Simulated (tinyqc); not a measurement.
Coherent transport through a tight-binding region between two chains, step by step. One step of it, computed by the program tinyqc.

Problem. Transmission at E = -0.54 eV. Surface Green function g = (E - i sqrt(4 t^2 - E^2)) / (2 t^2); self-energy tc^2 g on each contact site; G = (E - H - Sigma)^(-1); Gamma = -2 Im Sigma; T = Gamma_L Gamma_R |G_LR|^2; local density of states -Im G_ii / pi.

H of the central region (eV), lower triangle:
```
           1          2          3         4
1   0.000000
2  -1.420000   0.000000
3   0.000000  -1.420000   0.000000
4  -1.420000   0.000000  -1.420000  0.000000
```

Leads: semi-infinite chains with site energy 0:
```
parameter                           value
lead hopping t (eV)              1.640000
coupling to the left lead (eV)   1.040000
coupling to the right lead (eV)  0.970000
left contact site                       1
right contact site                      4
```

E = -0.540000 eV

Give: g; G; local density of states; transmission.

Solution.

g = -0.100-0.601i 1/eV

G (1/eV), lower triangle:
```
               1              2              3              4
1  -0.683-0.450i
2   0.212+0.035i  -0.736-0.508i
3   0.764+0.463i   0.212-0.228i  -0.683-0.550i
4   0.078+0.141i   0.817+0.421i   0.233+0.019i  -0.728-0.414i
```

local density of states (1/eV): 0.143  0.162  0.175  0.132

transmission = 0.038
